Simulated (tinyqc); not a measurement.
RHF in the sto-6g basis, for H2, spin multiplicity 1, step by step. One step of it, computed by the program tinyqc.

Question. Iteration 2: building the Fock matrix. J_ij = sum D_kl (ij|kl), K_ij = sum D_kl (ik|jl); F = H + J - 0.5 K; E = tr D H + tr D J / 2 - 0.25 tr D K + E_nn.

D after iteration 1:
```
,1H 1s,2H 1s
1H 1s,0.638575,0.638575
2H 1s,0.638575,0.638575
```

core Hamiltonian H = T + V (hartree):
```
,1H 1s,2H 1s
1H 1s,-1.039409,-0.798638
2H 1s,-0.798638,-1.039409
```

Two-electron integrals (ij|kl) in chemists' order, unique and non-zero (hartree):
```
i,j,k,l,(ij|kl)
1,1,1,1,0.774999
2,1,1,1,0.365044
2,1,2,1,0.210969
2,2,1,1,0.516673
2,2,2,1,0.365044
2,2,2,2,0.774999
```

nuclear repulsion = 0.59726548 hartree

Give: Coulomb J; exchange K; Fock matrix F; total energy of this density.

Answer.

Coulomb J (hartree):
```
,1H 1s,2H 1s
1H 1s,1.2910,0.7357
2H 1s,0.7357,1.2910
```

exchange K (hartree):
```
,1H 1s,2H 1s
1H 1s,1.0958,0.9309
2H 1s,0.9309,1.0958
```

Fock matrix F (hartree):
```
,1H 1s,2H 1s
1H 1s,-0.2963,-0.5284
2H 1s,-0.5284,-0.2963
```

total energy of this density = -1.103097 hartree
